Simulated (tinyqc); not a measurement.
Avalanche multiplication and breakdown of a junction from ionisation integrals: one step, computed by the program tinyqc. Command: `OMP_NUM_THREADS=1 python tinyqc.py 3014632 3014633 out.jsonl impact walk`. One thread of a shared host (Intel(R) Xeon(R) Processor @ 2.30GHz), about 0.01 s of CPU time with the checks.

Ionisation coefficients follow the local field. Position x runs through the depletion layer from the p side (x = 0), where electrons enter, to the n side (x = w), where holes enter. The built-in voltage is neglected.

Task: Multiplication and noise. M_n = 1/(1 - I_n), M_p = M_n exp(-Phi(w)); McIntyre excess noise for the carrier with the larger M, F_x = k M + (1 - k)(2 - 1/M), with k = (smaller M - 1)/(larger M - 1).

Junction: p-i-n with uniform field.

Every 50th point:
```
x (micrometre)  F (MV/cm)  alpha_n (1/cm)  alpha_p (1/cm)        Phi  I_n up to x
0.0000           2.517620        740.4803        18906.20   0.000000    0.0000000
0.1375           2.517620        740.4803        18906.20  -0.249779    0.0115660
0.2750           2.517620        740.4803        18906.20  -0.499557    0.0264138
0.4125           2.517620        740.4803        18906.20  -0.749336    0.0454745
0.5500           2.517620        740.4803        18906.20  -0.999115    0.0699436
0.6875           2.517620        740.4803        18906.20  -1.248893    0.1013555
0.8250           2.517620        740.4803        18906.20  -1.498672    0.1416802
0.9625           2.517620        740.4803        18906.20  -1.748451    0.1934468
1.1000           2.517620        740.4803        18906.20  -1.998230    0.2599017
```

Give: M_n; M_p; effective k; excess noise factor.

Result:

M_n = 1.351

M_p = 9.966

effective k = 0.03917

excess noise factor = 2.216

Injecting holes gives the larger gain and, at equal gain, the lower noise.
